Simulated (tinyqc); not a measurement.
# A tight-binding chain with uneven site energies, recursive Green functions, step by step

Computed by the program tinyqc: `OMP_NUM_THREADS=1 python tinyqc.py 2660120 2660121 out.jsonl`, one thread of a shared Intel Xeon 2.30GHz, about 0.02 s for the whole run. Printed values are rounded.

The device has N = 6 slices of 1 site(s), nearest-neighbour hopping -t, and site energies U; the leads are semi-infinite continuations with site energy 0. V = <i+1|H|i> = -t 1.

Values chosen for this exercise:
```
symbol                                    value  unit                        meaning
t                                             1    eV    hopping (matrix element -t)
U       [-0.62, -0.7, 0.51, -0.24, -0.57, 0.28]    eV  site energies, slice by slice
E                                          0.96    eV                         energy
```

Constants: q = 1.602176634e-19 C, h = 6.62607015e-34 J s. Results are converted to the units shown.

## Self-energy of the leads

Sigma = t^2 g(E), g(x) = (x - i sqrt(4 t^2 - x^2))/(2 t^2) for |x| < 2 t and (x - sign(x) sqrt(x^2 - 4 t^2))/(2 t^2) otherwise; Gamma = i (Sigma - Sigma^dagger); both leads give the same.

Sigma = 0.4800000-0.8772685i eV
Gamma = 1.754537 eV
open modes = 1

## Forward pass

Forward pass: g_1 = (E - H_1 - Sigma)^(-1), g_i = (E - H_i - V g_(i-1) V^dagger)^(-1), with Sigma also subtracted on the last slice; G_(i,1) = g_i V G_(i-1,1), starting from g_1. H_i is the block of slice i, its site energy.

```
site	g_i (1/eV)	G_(i,1) of the forward pass (1/eV)
1	0.555668-0.443154i	0.555668-0.443154i
2	0.779931-0.312976i	-0.294686+0.519541i
3	-1.595344-1.513361i	-1.256378+0.382880i
4	0.276651-0.149775i	0.290233-0.294099i
5	0.786629-0.094002i	-0.200660+0.258629i
6	-0.455634-0.754385i	-0.286533-0.033534i
```

## Transmission

G_(N,1) = -0.2865333-0.0335342i 1/eV

T(E) = Tr[Gamma G_(N,1) Gamma G_(N,1)^dagger]. Conductance (2 q^2/h) T(E).

T(E) = 0.2562026
conductance = 19.85081 uS

Inverting the whole matrix gives the same value.

## Backward pass

Backward pass: G_NN = g_N, G_ii = g_i + g_i V^dagger G_(i+1,i+1) V g_i; local density of states -Im G_ii/pi on each site.

```
site	G_ii (1/eV)	local density of states (1/eV)
1	0.4859079-0.6441919i	0.2050527
2	0.3572783-0.2231730i	0.0710382
3	-0.5203409-0.3218003i	0.1024322
4	0.2578007-0.2090226i	0.0665340
5	0.3971498-0.4867549i	0.1549389
6	-0.4556341-0.7543845i	0.2401281
```

A site of an infinite clean chain has 1/(pi sqrt(4 t^2 - x^2)) = 0.181 1/eV at this energy (x counted from the band centre); the device goes from 0.0665 (site 4) to 0.240 (site 6).

## States fed from the left, and the bond current

The full first column follows backwards from c_N = G_(N,1): c_i = G_(i,1)(forward) + g_i V^dagger c_(i+1). The density of states fed by the left lead is Gamma |c_i|^2/(2 pi), and the current on bond i is 2 t Gamma Im(c_(i+1) conj(c_i)) in units of T(E).

```
site	c_i (1/eV)	density fed from the left (1/eV)
1	0.4859079-0.6441919i	0.1818124
2	-0.0996279+0.2823395i	0.0250317
3	-0.3205255+0.1755084i	0.0372901
4	0.2438644-0.3613183i	0.0530620
5	0.0278882+0.2580735i	0.0188153
6	-0.2865333-0.0335342i	0.0232403
```

bond current, bond 1 to 5: 0.2562026  0.2562026  0.2562026  0.2562026  0.2562026

The bond current is the same on every bond and equals T(E): the current is conserved.
